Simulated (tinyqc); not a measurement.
Strain, valley repopulation and piezoresistance in a many-valley conduction band. Changing the electron density n. Computed by tinyqc, a small Python program. Command: `OMP_NUM_THREADS=1 python tinyqc.py 3009092 3009093 out.jsonl valleys sweep`. One thread of a shared host (Intel(R) Xeon(R) Processor @ 2.30GHz), about 0.04 s of CPU time with the checks.

Valleys are ellipsoids with mass m_l along the axis a and m_t across it, parabolic, with one constant relaxation time; strain shifts the valleys and leaves the masses alone. Currents are taken along [110], along the load, and along [001], across the load.

Inputs (values chosen for the exercise, modelled on silicon):
```
quantity                             value  unit
longitudinal mass m_l                0.941   m_0
transverse mass m_t                  0.193   m_0
shear deformation potential Xi_u       9.4    eV
dilation deformation potential Xi_d    1.1    eV
C11                                    167   GPa
C12                                   64.1   GPa
C44                                   79.6   GPa
stress X (tension positive)           -190   MPa
relaxation time tau                     49    fs
temperature T                          300     K
```

Valley axes: <100> (6 valleys in 3 pairs). Load: uniaxial [110].

Constants: k_B = 8.617333262e-05 eV/K; m_0 = 9.1093837015e-31 kg; k_B = 1.380649e-23 J/K; hbar = 1.054571817e-34 J s; e = 1.602176634e-19 C.

Method:
- Compliances S11 = (C11 + C12)/((C11 - C12)(C11 + 2 C12)), S12 = -C12/((C11 - C12)(C11 + 2 C12)), S44 = 1/C44; stress sigma_ij = X n_i n_j for the unit vector n of the load; e_xx = S11 sigma_xx + S12 (sigma_yy + sigma_zz), e_xy = S44 sigma_xy/2 (tensor strain).
- Herring-Vogt shift of a valley with unit axis a: dE = Xi_d tr(e) + Xi_u a.e.a.
- Each of the 6 valleys holds n_v = N_v (2/sqrt(pi)) F_1/2((E_F - dE_v)/(k_B T)), N_v = 2 (m_d k_B T/(2 pi hbar^2))^(3/2), m_d = (m_l m_t^2)^(1/3); E_F solves sum n_v = n and is counted from the unstrained edge.
- F_j(eta) = int_0^infinity x^j/(1 + exp(x - eta)) dx, without a gamma-function factor. It is evaluated after integrating by parts.
- Integrals over x = E/(k_B T) use 160 Gauss-Legendre points in u = sqrt(x) from 0 to sqrt(max(eta, 0) + 32).
- Mobility tensor mu = e tau sum_v (n_v/n) [1/m_t + (1/m_l - 1/m_t) a a^T]; unstrained mu_0 = e tau (1/m_l + 2/m_t)/3; resistivity along d from the inverse tensor, rho_d = d.mu^-1.d/(n e), mobility along d = 1/(d.mu^-1.d); gauge pi_d = (rho_d/rho_0 - 1)/X.
- With eta_0 the reduced Fermi level without strain, r = F_-1/2(eta_0)/(2 F_1/2(eta_0)) (1 for a classical gas) and c = r (Xi_u/k_B T) (m_l - m_t)/(2 m_l + m_t): pi11 = -(2/3) c (S11 - S12), pi12 = -pi11/2, pi44 = 0, with S11 - S12 = 1/(C11 - C12).

One run for each value; columns: (1) electron density n (1/cm^3); (2) degeneracy factor r; (3) eta_0; (4) resistance change along the first direction (%); (5) resistance change along the second direction (%):
```
(1)           (2)      (3)     (4)      (5)
1.00e+16  0.99987  -7.9440  3.9349  -7.0389
3.60e+16  0.99955  -6.6627  3.9338  -7.0371
1.30e+17  0.99837  -5.3775  3.9296  -7.0303
4.80e+17  0.99402  -4.0669  3.9140  -7.0054
1.70e+18  0.97916  -2.7870  3.8607  -6.9199
6.30e+18  0.92719  -1.4196  3.6722  -6.6157
2.30e+19  0.77996   0.0818  3.1222  -5.7096
8.30e+19  0.50882   2.0815  2.0598  -3.8799
3.00e+20  0.24938   5.7012  1.0106  -1.9617
```

Describe and explain the trends.

Over the rows, degeneracy factor r falls from 1.000 to 0.249 (exponent d ln y / d ln x -2.5e-4 between the first rows and -0.55 between the last); eta_0 rises from -7.94 to 5.70; resistance change along the first direction (%) falls from 3.93 to 1.01 (exponent d ln y / d ln x -2.3e-4 between the first rows and -0.55 between the last). r has dropped to one half between 8.30e19 and 3.00e20 per cm^3, so heavily doped gauges are less sensitive but also less dependent on temperature.

Extremes, crossings and ranges named in words are read from the listed rows.
